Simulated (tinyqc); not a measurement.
# Changing the forward bias V

Model: trap-assisted generation and recombination current of an abrupt junction. Computed by tinyqc, a small Python program. Command: `OMP_NUM_THREADS=1 python tinyqc.py 3018332 3018333 out.jsonl junctionleak sweep`. One thread of a shared host (Intel(R) Xeon(R) Processor @ 2.30GHz), about 0.02 s of CPU time with the checks.

Depletion approximation, flat quasi-Fermi levels across the depleted layer, long neutral regions with minority lifetimes tau_n and tau_p, full ionisation and Boltzmann statistics. Voltages in exponents stand for e V.

Inputs (values chosen for the exercise, with bands and screening modelled on GaSb):
```
quantity                              value    unit
gap E_g                               0.735      eV
electron mass m_e                    0.0405     m_0
valleys M_c                               1       -
hole mass m_h                         0.408     m_0
dielectric constant eps                15.2       -
acceptor density N_A                5.3e+16   cm^-3
donor density N_D                   1.5e+17   cm^-3
capture time tau_n                  8.8e-07       s
capture time tau_p                  3.3e-08       s
trap level E_t - E_i                      0      eV
electron diffusion coefficient D_n       61  cm^2/s
hole diffusion coefficient D_p          1.2  cm^2/s
temperature T                           400       K
tunnelling mass m_t                    0.11     m_0
```

Field enhancement: Hurkx tunnelling factor.

Constants: k_B = 8.617333262e-05 eV/K; m_0 = 9.1093837015e-31 kg; k_B = 1.380649e-23 J/K; h = 6.62607015e-34 J s; e = 1.602176634e-19 C; eps_0 = 8.8541878128e-12 F/m; hbar = 1.054571817e-34 J s.

Method:
- N_c = 2 M_c (2 pi m_e k_B T/h^2)^(3/2) and N_v = 2 (2 pi m_h k_B T/h^2)^(3/2), masses in units of m_0.
- n_i = sqrt(N_c N_v) exp(-E_g/2 k_B T); V_bi = (k_B T/e) ln(N_A N_D/n_i^2); diffusion saturation current J_d0 = e n_i^2 [sqrt(D_n/tau_n)/N_A + sqrt(D_p/tau_p)/N_D].
- W = sqrt(2 eps eps_0 (V_bi - V)(1/N_A + 1/N_D)/e), x_p = W N_D/(N_A + N_D), x_n = W - x_p, peak field F_m = 2 (V_bi - V)/W; reverse bias means V = -V_r.
- Both capture times are divided by 1 + Gamma, Gamma = 2 sqrt(3 pi) (F/F_G) exp((F/F_G)^2), F_G = sqrt(24 m_t (k_B T)^3)/(e hbar) (the low-field Hurkx form), F being the local field, linear in x from 0 at the edges to F_m.
- Potential from the p edge: phi = (V_bi - V) x^2/(x_p W) on the p side and (V_bi - V)[1 - (W - x)^2/(x_n W)] on the n side; p = N_A exp(-phi/k_B T), n = n_i^2 exp(V/k_B T)/p; U = (n p - n_i^2)/[tau_p (n + n_i exp(dE/k_B T)) + tau_n (p + n_i exp(-dE/k_B T))], dE = E_t - E_i, n1 = n_i exp(dE/k_B T), p1 = n_i exp(-dE/k_B T); J_t = e int U dx by the trapezoid rule on 400 intervals on each side.
- Total J = J_t + J_d0 (exp(V/k_B T) - 1); ideality n = (e/k_B T) dV/d ln J, central difference of 1 mV.

One run for each value:
```
forward bias V (V)  total forward current (A/cm^2)  recombination current in the layer (A/cm^2)  ideality factor
0.073                                    5.244e-04                                      0.00012            0.942
0.130                                    2.730e-03                                      0.00040            1.033
0.250                                    8.065e-02                                      0.00305            1.016
0.310                                    4.507e-01                                      0.00795            1.008
0.370                                    2.544e+00                                      0.01993            1.004
```

Give the missing row, forward bias V (V) = 0.190.

Computed row:
```
forward bias V (V)  total forward current (A/cm^2)  recombination current in the layer (A/cm^2)  ideality factor
0.190                                    1.470e-02                                      0.00113            1.029
```

Interpolating between the two neighbouring rows (the first column on a logarithmic scale, the others too where they are positive) misses most in total forward current (A/cm^2), by 32 %. Over the rows, total forward current (A/cm^2) rises from 5.24e-4 to 2.54 (exponent d ln y / d ln x 2.9 between the first rows and 9.8 between the last); recombination current in the layer (A/cm^2) rises from 1.22e-4 to 0.0199 (exponent d ln y / d ln x 2.0 between the first rows and 5.2 between the last); ideality factor goes from 0.942 through a maximum among these rows, 1.03 at 0.130, to 1.00.  Left out: 0.430, 0.490 (the injected density, weighted by the ratio of capture times where that exceeds one, passes a tenth of the doping). Left out: 0.550 (the run failed its checks).

Caution (all rows): one side is doped near or above its effective density of states, so Boltzmann statistics understate V_bi.

Extremes, crossings and ranges named in words are read from the listed rows.
